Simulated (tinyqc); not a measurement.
Thermal stress, cracking, delamination and buckling of a thin film; Griffith cracks and misfitting inclusions. Changing the film thickness h. Computed by tinyqc, a small Python program. Command: `OMP_NUM_THREADS=1 python tinyqc.py 3031556 3031557 out.jsonl filmcrack sweep`. One thread of a shared host (Intel(R) Xeon(R) Processor @ 2.30GHz), about 0.01 s of CPU time with the checks.

Isotropic linear elasticity; the substrate is much thicker than the film; stress is positive in tension.

Inputs (values chosen for the exercise, modelled on a copper film on silicon):

| quantity | value | unit |
|---|---|---|
| film Young's modulus E | 122 | GPa |
| film Poisson ratio nu | 0.35 | - |
| film expansion alpha_f | 15.9 | 1e-6/K |
| substrate expansion alpha_s | 3.5 | 1e-6/K |
| deposition temperature T_d | 700 | K |
| final temperature T | 300 | K |
| intrinsic stress | 40 | MPa |
| film toughness Gamma_f | 3.17 | J/m^2 |
| interface toughness Gamma_i | 13 | J/m^2 |
| substrate Young's modulus E_s | 159 | GPa |
| substrate Poisson ratio nu_s | 0.27 | - |

Method:
- Thermal strain = (alpha_f - alpha_s)(T_d - T); stress = E/(1 - nu) x strain + intrinsic stress; plane-strain modulus Ebar = E/(1 - nu^2); G0 = stress^2 h/(2 Ebar) is the energy freed per area when a long strip loses its stress across its width.
- Dundurs alpha = (Ebar - Ebar_s)/(Ebar + Ebar_s), with Ebar_s = E_s/(1 - nu_s^2). The channel-crack factor is taken as g = 1.258 (1 - alpha)^(-0.7), a rough interpolation chosen for the exercise (1.258 is the value for matched materials).
- Channel crack through the film: G = pi g G0, critical thickness where G = Gamma_f. Steady delamination from an edge: G = G0, critical thickness where G = Gamma_i.

One run for each value:

| film thickness h (micrometre) | G0 (J/m^2) | driving force for channelling (J/m^2) |
|---|---|---|
| 0.03 | 1.0171e-01 | 3.7495e-01 |
| 0.062 | 2.1021e-01 | 7.7489e-01 |
| 0.13 | 4.4076e-01 | 1.6248e+00 |
| 0.26 | 8.8151e-01 | 3.2496e+00 |
| 0.55 | 1.8647e+00 | 6.8741e+00 |
| 1.1 | 3.7295e+00 | 1.3748e+01 |
| 2.3 | 7.7980e+00 | 2.8746e+01 |
| 4.8 | 1.6274e+01 | 5.9992e+01 |
| 10 | 3.3904e+01 | 1.2498e+02 |

What does the table show, and why?

Over the rows, G0 (J/m^2) rises from 0.102 to 33.9 (exponent d ln y / d ln x about 1.0 throughout); driving force for channelling (J/m^2) rises from 0.375 to 125 (exponent d ln y / d ln x about 1.00 throughout). The exponent of G0 stays at 1: stored energy per area. Rows above the film toughness of 3.17 J/m^2 crack: 6 of 9.

Caution (all rows): at a stress above 0.4 % of E a ductile film would yield, and the elastic value is then an upper bound; a brittle film in tension cracks instead. Caution (all rows): plastic flow makes a ductile metal film far tougher than the brittle value used here.

Extremes, crossings and ranges named in words are read from the listed rows.
